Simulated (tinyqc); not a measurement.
Inside a calculation. Model: electromigration in a confined line: Blech product, Korhonen stress evolution and Black's law. Computed by tinyqc, a small Python program that keeps every step. Command: `OMP_NUM_THREADS=1 python tinyqc.py 3021045 3021046 out.jsonl emigr walk`. One thread of a shared host (Intel(R) Xeon(R) Processor @ 2.30GHz), about 0.01 s of CPU time with the checks. Intermediate numbers are printed to about 6 digits and carried at full precision; extremes and crossings named in words are read from the listed rows.

The electron wind pushes atoms from the cathode (x = 0) to the anode (x = L); blocking ends build a back stress (tension positive). The input rho is taken not to change with temperature. d sigma/dt = d/dx [kappa (d sigma/dx + G)], with zero flux at both ends and sigma = 0 at t = 0.

Inputs (values chosen for the exercise, close to those used for copper lines):
```
quantity                              value          unit
resistivity rho                        3.16  micro-ohm cm
atomic volume Omega                    11.8    angstrom^3
effective charge number Z*              1.5             -
prefactor D0                        1.2e-08         m^2/s
activation energy E                   0.878            eV
effective modulus B                      18           GPa
critical stress sigma_c                  97           MPa
current density j                       0.6       MA/cm^2
line length L                            12            um
test temperature T                      350             C
time as a fraction of L^2/kappa, s    0.008             -
use temperature T_u                     105             C
use current density j_u                0.83       MA/cm^2
current exponent n                        2             -
```

Start: stress-free.

Constants: e = 1.602176634e-19 C; k_B = 8.617333262e-05 eV/K; k_B = 1.380649e-23 J/K.

## Driving force and diffusivities

G = Z* e rho j/Omega; D = D0 exp(-E/(k_B T)); kappa = D B Omega/(k_B T); drift velocity of an unconfined line v = D Z* e rho j/(k_B T). SI: 1 micro-ohm cm = 1e-8 ohm m, 1 MA/cm^2 = 1e10 A/m^2. Temperatures in kelvin are T(C) + 273.15.

stress gradient G = 3.86152 MPa/um

diffusivity D = 9.51223e-16 m^2/s

kappa = 2.34834e-14 m^2/s

drift velocity = 18.1363 nm/h

## Steady state and Blech product

At steady state sigma(x) = G (L/2 - x). A void forms only if the cathode stress reaches sigma_c, that is if j L exceeds (j L)_c = 2 Omega (sigma_c)/(Z* e rho). Time scale tau = L^2/kappa.

steady cathode stress = 23.1691 MPa

j L = 720 A/cm

critical product (j L)_c = 3014.36 A/cm

tau = 1.70333 h

j L is 0.239 times the critical product: the back stress stops the flux first, and the line is immortal in this model.

## Series terms at the cathode

sigma(x, t) = G L [1/2 - x/L - 4 sum_(m odd) cos(m pi x/L) exp(-m^2 pi^2 s)/(m pi)^2], s = t/tau, summed to m = 399. The terms at x = 0 are 4 exp(-m^2 pi^2 s)/(m pi)^2; tau = L^2/kappa.

terms for m = 1, 3, 5, 7: 0.374515  0.0221260  0.00225194  1.72714e-04

cathode stress at time s = 4.67670 MPa

time t = 0.0136267 h

## Stress along the line

Steady state: G L (1/2 - x/L). Take x/L = 0, 0.1, 0.2, 0.3, 0.4, 0.6, 0.8 and 1.

Stress (MPa):
```
x/L  at time s  steady state
0.0    4.67670       23.1691
0.1    1.43273       18.5353
0.2    0.28481       13.9015
0.3    0.03472        9.2676
0.4    0.00249        4.6338
0.6   -0.00249       -4.6338
0.8   -0.28481      -13.9015
1.0   -4.67670      -23.1691
```

## Finite line against the semi-infinite law

Semi-infinite line: sigma(0, t) = 2 G L sqrt(s/pi). One-term form: keep m = 1 alone.

Cathode stress (MPa):
```
s            t (h)  full series  semi-infinite  one term
0.002  3.40666e-03       2.3383         2.3383    4.7560
0.005  8.51666e-03       3.6973         3.6973    5.2932
0.01   1.70333e-02       5.2287         5.2287    6.1539
0.02   3.40666e-02       7.3945         7.3945    7.7531
0.05   8.51666e-02      11.6793        11.6917   11.7038
0.1    1.70333e-01      16.1693        16.5346   16.1696
0.2    3.40666e-01      20.5603        23.3835   20.5603
0.4    6.81333e-01      22.8067        33.0692   22.8067
0.8    1.36267e+00      23.1621        46.7670   23.1621
```

Among these rows the semi-infinite law holds to 1 % up to s = 0.05 and the one-term form from s = 0.05 on: the far end is felt once sqrt(kappa t) is no longer small against L, and by then the terms with m > 1 have nearly died out. The critical stress 97 MPa is not reached in these rows.

## Extrapolation by Black's law

Median life t50 = A j^(-n) exp(E/(k_B T)); acceleration factor = t50(use)/t50(test) = (j/j_u)^n exp[(E/k_B)(1/T_u - 1/T)].

current factor = 0.522572

temperature factor = 39866.6

acceleration factor = 20833.2

At the use current j_u L lies below the critical product, where Black's law does not apply: the line would not fail by this mechanism. Caution: the test j L lies below the critical product, so the line would not void in the test and the acceleration factor is formal. Caution: j_u L lies below the critical product, so the acceleration factor is formal: at use the line would not void.

Checks made by the program: series against a 200-cell finite-volume solution (on the scale of G L) (relative difference 3e-06).
